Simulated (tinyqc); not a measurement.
Inside a calculation. Method: Hueckel theory of the pi electrons with the omega technique, for the molecule c1ccc2[nH]ccc2c1 (SMILES; centres numbered as the heavy atoms are written). One step of it, computed by the program tinyqc.

Task: Omega technique, round 2. h_r = h_r(0) + omega q_r, omega = 1.4, with q_r = z_r - P_rr.

Hueckel matrix in units of beta (H = alpha + beta A), lower triangle:
```
          1C        2C        3C        4C        5N        6C        7C        8C
1C  0.000000
2C  1.000000  0.000000
3C  0.000000  1.000000  0.000000
4C  0.000000  0.000000  1.000000  0.000000
5N  0.000000  0.000000  0.000000  0.900000  1.650000
6C  0.000000  0.000000  0.000000  0.000000  0.900000  0.000000
7C  0.000000  0.000000  0.000000  0.000000  0.000000  1.000000  0.000000
8C  0.000000  0.000000  0.000000  1.000000  0.000000  0.000000  1.000000  0.000000
9C  1.000000  0.000000  0.000000  0.000000  0.000000  0.000000  0.000000  1.000000

          9C
9C  0.000000
```

charge and bond-order matrix P, lower triangle:
```
           1C         2C         3C         4C         5N         6C         7C        8C
1C   1.020167
2C   0.633049   1.022195
3C  -0.026400   0.690076   1.021157
4C  -0.286591  -0.014972   0.619978   1.002968
5N   0.095025  -0.091169  -0.120802   0.347397   1.799354
6C   0.026806   0.192902  -0.059140  -0.284650   0.360373   1.045197
7C  -0.109240   0.035572   0.022379  -0.056500  -0.226468   0.836259   1.034768
8C  -0.032255  -0.274082   0.041381   0.572360  -0.156582  -0.019363   0.480270  1.033680
9C   0.702345  -0.020435  -0.343474   0.027598   0.052340  -0.214316  -0.024953  0.581243

          9C
9C  1.020514
```

Centres:

| centre | z_r, pi electrons of the neutral centre | h |
|---|---|---|
| 1C | 1 | 0.000000 |
| 2C | 1 | 0.000000 |
| 3C | 1 | 0.000000 |
| 4C | 1 | 0.000000 |
| 5N | 2 | 1.650000 |
| 6C | 1 | 0.000000 |
| 7C | 1 | 0.000000 |
| 8C | 1 | 0.000000 |
| 9C | 1 | 0.000000 |

Give: matrix after round 2.

Result:

matrix after round 2, lower triangle:
```
         1C       2C       3C       4C      5N       6C       7C       8C
1C  -0.0282
2C   1.0000  -0.0311
3C   0.0000   1.0000  -0.0296
4C   0.0000   0.0000   1.0000  -0.0042
5N   0.0000   0.0000   0.0000   0.9000  1.9309
6C   0.0000   0.0000   0.0000   0.0000  0.9000  -0.0633
7C   0.0000   0.0000   0.0000   0.0000  0.0000   1.0000  -0.0487
8C   0.0000   0.0000   0.0000   1.0000  0.0000   0.0000   1.0000  -0.0472
9C   1.0000   0.0000   0.0000   0.0000  0.0000   0.0000   0.0000   1.0000

         9C
9C  -0.0287
```
